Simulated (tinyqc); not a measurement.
# Changing the time step dt

Model: molecular dynamics of a small cluster by velocity Verlet steps. Computed by tinyqc, a small Python program. Command: `OMP_NUM_THREADS=1 python tinyqc.py 3012421 3012422 out.jsonl verlet sweep`. One thread of a shared host (Intel(R) Xeon(R) Processor @ 2.30GHz), about 0.1 s of CPU time with the checks.

E = sum_i {sum_j A exp(-p (r_ij/r0 - 1)) - xi sqrt(rho_i)}, rho_i = sum_j exp(-2 q (r_ij/r0 - 1)); the force on i is -sum_j w_ij (R_i - R_j)/r_ij with w_ij = -(2p/r0) A exp(-p (r_ij/r0 - 1)) + (xi q/r0) exp(-2 q (r_ij/r0 - 1)) (rho_i^(-1/2) + rho_j^(-1/2)).

Inputs (values chosen for the exercise, for model atoms):

| quantity | value | unit |
|---|---|---|
| length r0 | 2.85 | angstrom |
| repulsion A | 0.14 | eV |
| hopping xi | 1.94 | eV |
| decay p | 10.4 | - |
| decay q | 2.6 | - |
| atomic mass M | 140 | u |
| steps | 100 | - |

Potential: Gupta. Thermostat: none.

starting positions (angstrom):
```
            x      y      z
atom 1  -0.01  -0.01  -0.02
atom 2   2.69   0.02  -0.03
atom 3   2.63   2.65   0.05
atom 4  -0.03    2.6  -0.03
atom 5   1.32   1.31   1.91
atom 6   1.31   1.28  -1.86
```

starting velocities (angstrom/fs):
```
               x         y         z
atom 1    -1e-05  -0.00017  -0.00045
atom 2  -0.00046   0.00155   0.00016
atom 3    0.0002  -0.00047  -0.00073
atom 4    0.0017  -0.00077  -0.00029
atom 5  -0.00041  -0.00118    -6e-05
atom 6  -0.00102   0.00104   0.00137
```

Constants: 1 eV/(angstrom u) = 9.648533212e-03 angstrom/fs^2; k_B = 8.617333262e-05 eV/K.

Method:
- Relax the cluster, diagonalise the Hessian (central differences): omega_max = sqrt(c lambda_max/M). Verlet steps are stable for omega_max dt < 2.
- Velocity Verlet: a = c F/M with c = 9.648533212e-3 angstrom/fs^2 per eV/(angstrom u); R(new) = R + v dt + a dt^2/2; v(new) = v + (a + a(new)) dt/2. Kinetic energy K = M v^2/(2c); temperature T = 2K/((3N - 3) k_B), rotation of the cluster included.
- Spread = largest minus smallest value. The test of the step is the spread (largest minus smallest) of the total energy over the run without thermostat, against the spread of K; the step passes below 5 %. The mean T is over the second half.

One run for each value:

| time step dt (fs) | spread of the total energy (eV) | spread of the total over spread of K | omega_max dt |
|---|---|---|---|
| 0.26 | 4.241e-07 | 0.000025 | 0.0106 |
| 0.40 | 1.998e-06 | 0.000064 | 0.0163 |
| 0.60 | 4.583e-06 | 0.000143 | 0.0244 |
| 0.91 | 1.131e-05 | 0.000353 | 0.0371 |
| 1.40 | 3.299e-05 | 0.000494 | 0.0570 |
| 2.10 | 8.430e-05 | 0.001167 | 0.0855 |
| 3.20 | 1.960e-04 | 0.002720 | 0.1303 |

What does the table show, and why?

Over the rows, spread of the total energy (eV) rises from 4.24e-7 to 1.96e-4 (exponent d ln y / d ln x 3.6 between the first rows and 2.0 between the last); spread of the total over spread of K rises from 2.52e-5 to 0.00272 (exponent d ln y / d ln x 2.2 between the first rows and 2.0 between the last). The number of steps is fixed, so a longer step also covers a longer run; for runs of many periods the error scales as dt^2.

Extremes, crossings and ranges named in words are read from the listed rows.
